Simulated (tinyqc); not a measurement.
# From one set of inputs to another, one input at a time

Model: Born-von Karman spring model of a cubic crystal with one atom per cell. Computed by tinyqc, a small Python program. Command: `OMP_NUM_THREADS=1 python tinyqc.py 3017349 3017350 out.jsonl springs ladder`. One thread of a shared host (Intel(R) Xeon(R) Processor @ 2.30GHz), about 0.3 s of CPU time with the checks.

First neighbours lie at a (1,0,0) (6 of them), second at a (1,1,0) (12), with all permutations and signs; the volume per atom is Omega = a^3.

The inputs printed are set A. Inputs not listed in the table keep their values of set A, so the rows need not describe a real material.

Inputs (values chosen for the exercise, for a model crystal): lattice constant a = 5.16 angstrom; atomic mass M = 90.5 u; radial spring k1L = 0.339 eV/angstrom^2; transverse spring k1T = -0.025 eV/angstrom^2; radial spring k2L = 0.058 eV/angstrom^2; transverse spring k2T = 0.0091 eV/angstrom^2; mesh divisions n = 6; temperature T = 50 K.

Lattice: sc.

Constants: 1 eV/angstrom^3 = 160.2176634 GPa; u = 1.6605390666e-27 kg; nu for 1 eV/(angstrom^2 u) = 15.6333042 THz; h x 1 THz = 4.135667696 meV; k_B = 8.617333262e-05 eV/K; hbar^2/u = 4.18015928e-03 eV angstrom^2; hbar = 1.054571817e-34 J s; k_B = 1.380649e-23 J/K.

Method:
- [ij,kl] = (1/(2 Omega)) sum_R K_ij R_k R_l; C11 = [xx,xx], C44 = [xx,yy], C12 = 2 [xy,xy] - C44; B = (C11 + 2 C12)/3; Zener ratio A = 2 C44/(C11 - C12). K(R) = kL n n^T + kT (1 - n n^T).
- rho = M/Omega and v = sqrt(C/rho), with C = C11, C44, C44 along [100]; (C11 + C12 + 2 C44)/2, C44, (C11 - C12)/2 along [110]; (C11 + 2 C12 + 4 C44)/3 and twice (C11 - C12 + C44)/3 along [111].
- A neighbour at R with unit vector n couples by the matrix K(R) = kL n n^T + kT (1 - n n^T), and D(q) = (1/M) sum_R K(R) [1 - cos(q.R)].
- An eigenvalue lambda of D in eV/(angstrom^2 u) gives nu = 15.6333042 THz x sqrt(lambda).
- Take the highest frequency at X = (0.5, 0, 0) (2 pi/a).
- Mesh: q = sum_i (m_i + 1/2)/n b_i, m_i = 0..n-1, with b = [[1.0, 0.0, 0.0], [0.0, 1.0, 0.0], [0.0, 0.0, 1.0]] in 2 pi/a; sums are averages over the n^3 points, per atom.
- With x = h nu/(k_B T) and n = 1/(exp(x) - 1) for each mode: F = k_B T [x/2 + ln(1 - exp(-x))], U = k_B T x (n + 1/2), S/k_B = x n - ln(1 - exp(-x)), C/k_B = x^2 n (n + 1).
- <u_x^2> = (1/3) sum over modes of hbar^2/(2 M h nu) coth(x/2); zero-point energy = sum h nu/2. <u_x^2> converges slowly with the mesh, from below, with an error of order 1/n.
- Christoffel matrix G_xx = C11 n_x^2 + C44 (1 - n_x^2), G_xy = (C12 + C44) n_x n_y, with eigenvalues rho v^2; v_m^-3 is the mean of v^-3 over three branches and all directions (12 Gauss-Legendre points in cos(theta) times 24 angles phi = (j + 1/2) pi/12); q_D = (6 pi^2/Omega)^(1/3); Theta = hbar v_m q_D/k_B.

Each row keeps all changes above it:
```
input moved                              from      to  highest frequency at X (THz)  elastic Debye temperature (K)  entropy S (k_B/atom)
set A                                       -       -                         2.261                          105.4                 2.397
radial spring k2L (eV/angstrom^2)       0.058    0.19                         2.822                          161.1                 1.693
transverse spring k1T (eV/angstrom^2)  -0.025  0.0077                         2.822                          170.2                 1.573
lattice constant a (angstrom)            5.16    4.88                         2.822                          170.2                 1.573
temperature T (K)                          50     100                         2.822                          170.2                 3.337
atomic mass M (u)                        90.5     121                         2.441                          147.2                 3.744
radial spring k1L (eV/angstrom^2)       0.339   0.527                         2.734                          154.9                 3.471
```

Which inputs carry the difference?

Highest frequency at X goes from 2.26 to 2.73, a factor 1.21 in all. The largest single move comes from radial spring k2L (a factor 1.25), and atomic mass M works against it (a factor 0.865). Elastic Debye temperature goes from 105 to 155, a factor 1.47 in all. The largest single move comes from radial spring k2L (a factor 1.53), and atomic mass M works against it (a factor 0.865). Entropy S goes from 2.40 to 3.47, a factor 1.45 in all. The largest single move comes from temperature T (a factor 2.12), and radial spring k2L works against it (a factor 0.706). The single moves hold for this order of the switches; the total does not depend on the order.

Extremes, crossings and ranges named in words are read from the listed rows.
